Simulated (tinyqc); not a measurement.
# Voltage acceleration of oxide breakdown, four models on the same data, step by step

tinyqc, about 0.01 s, one thread, Intel Xeon 2.30GHz (shared host): `OMP_NUM_THREADS=1 python tinyqc.py 2070055 2070056 out.jsonl` Printed values are rounded.

Field E = V/tox in MV/cm. Models: ln(t63/1 s) = a - c X with X = E (E model), -1/E (1/E model), ln V (power law, c the exponent n) or sqrt(E).

Parameters, values chosen for the exercise: oxide thickness tox = 5.6 nm; use voltage Vu = 2.5 V; stress temperature Ts = 373 K; use temperature Tu = 358 K; activation energy Ea = 0.88 eV; factor for area and percentile ks = 0.00032.

Constants: q = 1.602176634e-19 C, kB = 1.380649e-23 J/K. Results are converted to the units shown.

Range of the model: All four laws are empirical fits; none is established far below the stress range.

## Fitting the models

| stress | V (V) | t63 (s) |
|---|---|---|
| 0 | 4.3 | 6529 |
| 1 | 4.75 | 320 |
| 2 | 5.74 | 1.033 |

The three stress times were made with the power model, c = 30.3, and are treated as data. For each model fit ln t63 on X by least squares over the three points.

| model | c | a | largest misfit in ln t63 (0: below 0.002) |
|---|---|---|---|
| E | 3.37730 | 34.5939 | 0.178838 |
| 1/E | 269.280 | -26.1674 | 0.189007 |
| power | 30.2984 | 52.9777 | 0.000000 |
| sqrt E | 20.2545 | 64.8487 | 0.090893 |

The worst misfit of any model is 0.19 in ln t63, a factor of 1.21 in time, comparable to the scatter of t63 from small samples, so such data hardly tell the models apart.

## Projection to use conditions

Project to Vu, multiply by exp[(Ea q/kB)(1/Tu - 1/Ts)] and by ks; ten years are 3.15576e8 s. The largest voltage for ten years solves the same relation for V.

temperature factor = 3.14911

| model | lifetime (years) | largest voltage for ten years (V) |
|---|---|---|
| E | 0.00955454 | 1.34705 |
| 1/E | 21675.3 | 2.86482 |
| power | 2.85236 | 2.39861 |
| sqrt E | 0.120734 | 2.01060 |

The lifetimes span 6.36 decades, from the E model (most cautious) to the 1/E model; the allowed voltage spans 1.35 to 2.86 V. 1 of the four models pass ten years at Vu. Lifetimes beyond a thousand years are formal extrapolations.
